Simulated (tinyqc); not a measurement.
Inside a calculation: shallow acceptor in the spherical four-band model. Values are carried at full precision from step to step, so a last printed digit may differ when a step is redone from the rounded ones.

Units Ry* = Ry/(g1 eps^2) and a* = a0 eps g1; mu = (6 g3 + 4 g2)/(5 g1) is the spherical heavy-light coupling and delta = (g3 - g2)/g1 the cubic term, which is left out.

Constants: Ry = 13.60569312 eV; a0 (Bohr radius) = 0.5291772105 angstrom.

Inputs chosen for the exercise (near those of a shallow acceptor in GaSb; the results hold for these values, not for the real material): g1 = 13.49 (Luttinger gamma1); g2 = 4.73 (gamma2); g3 = 6.06 (gamma3); eps = 14.9 (dielectric constant); al = (0.575, 3.45, 20.7) 1/a*^2 (exponents a_i, the same for f and g); Dso = 0.758 eV (spin-orbit splitting).

## Units and couplings

Give Ry*, a*, mu, delta and the spherical masses 1/(g1 (1 -/+ mu)).

Ry* = 4.543 meV
a* = 106.37 angstrom
mu = 0.81957
delta = 0.0986

heavy and light mass (m0): [0.4108, 0.0407]

A hydrogen model with the heavy mass would bind by Ry*/(1 - mu) = 25.2 meV and with the light mass by 2.5 meV. delta/mu = 0.12: the cubic term is a modest correction.

## Matrices in a small basis

The ground state 1S3/2 has an L = 0 part f(r) and an L = 2 part g(r). In units of Ry* and a*, with Gaussians f_i = exp(-a_i r^2), g_i = r^2 exp(-a_i r^2), A = a_i + a_j and I(n) = Gamma((n + 1)/2)/(2 A^((n + 1)/2)): S_ff = I(2), S_gg = I(6), H_ff = (6 a_i a_j/A) I(2) - 2 I(1), H_gg = (14 a_i a_j/A) I(6) - 2 I(5), H_fg = -mu [15 I(2) - 20 a_j I(4) + 4 a_j^2 I(6)]; each function is then normalised. The split-off band is left out.

Form S and H.

S, rows f1, f2, f3, g1, g2, g3 and columns alike:
```
[[1.0000, 0.5855, 0.1847, 0, 0, 0],
 [0.5855, 1.0000, 0.5855, 0, 0, 0],
 [0.1847, 0.5855, 1.0000, 0, 0, 0],
 [0, 0, 0, 1.0000, 0.2868, 0.0194],
 [0, 0, 0, 0.2868, 1.0000, 0.2868],
 [0, 0, 0, 0.0194, 0.2868, 1.0000]]
```

H (Ry*), rows f1, f2, f3, g1, g2, g3 and columns alike:
```
[[-0.6951, -0.9195, -1.3026, -1.8252, -0.5234, -0.0355],
 [-0.9195, 4.4220, 3.8949, -3.1403, -10.9509, -3.1403],
 [-1.3026, 3.8949, 47.5794, -1.2765, -18.8421, -65.7056],
 [-1.8252, -3.1403, -1.2765, 2.7343, 1.2862, 0.0443],
 [-0.5234, -10.9509, -18.8421, 1.2862, 20.9884, 10.1759],
 [-0.0355, -3.1403, -65.7056, 0.0443, 10.1759, 137.1557]]
```

## Ground state in the small basis

Solve H u = E S u for the lowest level of the acceptor; the first half of the basis is L = 0 and the second L = 2. Give E, E without the f-g block, and the L = 2 weight u_g S_gg u_g with u S u = 1.

E = -2.591 Ry*
E without coupling = -0.752 Ry*
L = 2 weight = 0.291

Without the coupling the exact value is -1, which this basis, tuned to the compact coupled state, misses by 0.248. The coupling to L = 2 takes the level to 2.59 times that exact value.

## Converged result

Converged values use 22 exponents 2.2^i, i = -7 to 14, for f and for g.
Ground and next level of the same symmetry, L = 2 weight and mean radius.

1S3/2 and 2S3/2 (Ry*): [-2.817, -0.848]

binding energies (meV): [12.8, 3.9]

L = 2 weight = 0.315
<r> = 63.4 angstrom

The small basis reaches 92 % of the binding. The ratio 1S/2S is 3.32 (4 for hydrogen). The binding is 0.02 of Dso, so leaving out the split-off band is safe.

## Checks

- Level at mu = 0 against -1 Ry*: both -1.0000.
- Ground level from a second, denser basis, Ry*: both -2.817.

Program tinyqc; command `OMP_NUM_THREADS=1 python tinyqc.py 1282373 1282374 out.jsonl`; about 0.05 s on one thread of a shared Intel(R) Xeon(R) Processor @ 2.30GHz.
